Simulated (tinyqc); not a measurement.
Born-Mayer model of an ionic crystal AB: one step, computed by the program tinyqc.

Energies are per ion pair and r is the nearest distance of unlike ions.

Problem. Under pressure. Madelung constant M, unlike neighbours z1, like neighbours z2 at f r, volume per pair: rock salt 1.747565, 6, 12, sqrt2, 2 r^3; caesium chloride 1.762675, 8, 6, 2/sqrt3, 8 r^3/(3 sqrt3); zinc blende 1.638055, 4, 12, sqrt(8/3), 16 r^3/(3 sqrt3). U(r) = -M z^2 e^2/(4 pi eps_0 r) + z1 lambda exp(-r/rho). With the volume written as c r^3, under pressure take the root at the minimum of the enthalpy and solve U'(r) + 3 c r^2 P = 0; H = U + P V; B = (U'' - 2 U'/r)/(9 c r).

Inputs (values chosen for the exercise, for a model salt): ionic charge z = 1; unlike repulsion lambda = 372 eV; range rho = 0.35 angstrom; pressure P = 20 GPa.

Structure: caesium chloride. Short range: nearest neighbours only.

Constants: e^2/(4 pi eps_0) = 14.39964548 eV angstrom; 1 eV/angstrom^3 = 160.2176634 GPa.

Give: distance at P; volume at P; enthalpy at P; bulk modulus at P.

Solution.

distance at P = 2.453 angstrom

volume at P = 22.72 angstrom^3

enthalpy at P = -4.820 eV per pair

bulk modulus at P = 100.7 GPa
